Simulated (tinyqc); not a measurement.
Temperature: carrier statistics of a doped semiconductor with parabolic bands.

Eg(T) = Eg0 - al T^2/(T + be); m_de = Mv^(2/3) (ml mt^2)^(1/3); m_dh = (mhh^(3/2) + mlh^(3/2))^(2/3); Nc and Nv from N = 2 (m kB T/(4 pi c))^(3/2) with c = hbar^2/2m0, in 1/angstrom^3; times 1e24 for 1/cm^3.

Energies are counted from Ev, so Ec = Eg. n = Nc F_1/2((EF - Eg)/kT), p = Nv F_1/2(-EF/kT), ND+ = ND/(1 + 2 exp((EF - Eg + ED)/kT)), NA- = NA/(1 + 4 exp((EA - EF)/kT)); neutrality asks p + ND+ = n + NA-. F_j(eta) = (1/Gamma(j + 1)) integral_0^infinity x^j dx/(1 + exp(x - eta)), which tends to exp(eta) for eta << 0.

Constants: hbar^2/2m0 = 3.80998211 eV angstrom^2; kB = 8.617333262e-05 eV/K.

Parameters, chosen for this exercise (near those of GaSb; shifted at random, so the results belong to these values and not to a real crystal): Eg0 = 0.7978 eV (gap at 0 K); al = 0.000436 eV/K (Varshni alpha); be = 136 K (Varshni beta); ml = 0.0401 m0 (longitudinal electron mass); mt = 0.0401 m0 (transverse electron mass); Mv = 1 (equivalent valleys); mhh = 0.388 m0 (heavy-hole mass); mlh = 0.0476 m0 (light-hole mass); ND = 1.7e+14 1/cm^3 (donors); NA = 2.9e+12 1/cm^3 (acceptors); ED = 0.00304 eV (donor level below Ec); EA = 0.0133 eV (acceptor level above Ev).

Neutrality solved at each temperature; ni = sqrt(Nc Nv) exp(-Eg/2kT).

Carriers (1/cm^3):

| T (K) | EF (eV) | n | p | majority / \|ND - NA\| | ni | Eg (eV) |
|---|---|---|---|---|---|---|
| 10 | 0.7947 | 4.51e+13 | <1e-99 | 0.270 | <1e-99 | 0.7975 |
| 20 | 0.7909 | 1.18e+14 | <1e-99 | 0.708 | 8.15e-85 | 0.7967 |
| 40 | 0.7796 | 1.55e+14 | 1.86e-81 | 0.927 | 5.38e-34 | 0.7938 |
| 77 | 0.7520 | 1.64e+14 | 4.96e-32 | 0.980 | 2.85e-09 | 0.7857 |
| 120 | 0.7140 | 1.66e+14 | 1.64e-12 | 0.991 | 16.5 | 0.7733 |
| 200 | 0.6340 | 1.66e+14 | 363 | 0.996 | 2.46e+08 | 0.7459 |
| 300 | 0.5243 | 1.67e+14 | 9.83e+09 | 0.998 | 1.28e+12 | 0.7078 |
| 400 | 0.4177 | 2.20e+14 | 5.32e+13 | 1.32 | 1.08e+14 | 0.6677 |
| 500 | 0.3896 | 1.78e+15 | 1.61e+15 | 10.6 | 1.69e+15 | 0.6264 |
| 600 | 0.3819 | 1.12e+16 | 1.11e+16 | 67.3 | 1.12e+16 | 0.5845 |

How do the results move, and what explains it?

Ionisation is incomplete: the majority density is below 90 % of the net doping at 10 and 20 K, down to a share of 0.27. It is within 10 % of the net doping at 40, 77, 120, 200 and 300 K. At 400, 500 and 600 K thermal pairs lift it more than 10 % above the net doping; ni has reached 1.12e+16 1/cm^3 at 600 K against a net doping of 1.67e+14. EF goes from 0.795 eV to 0.382 eV, where midgap is 0.292 eV and the intrinsic level (Boltzmann) 0.381 eV.

Computed by tinyqc, a small Python program: `OMP_NUM_THREADS=1 python tinyqc.py 1681786 1681787 out.jsonl` (the numbers bound the seed that draws the inputs); one thread of a shared host (Intel(R) Xeon(R) Processor @ 2.30GHz), about 0.01 s for the whole set of steps.
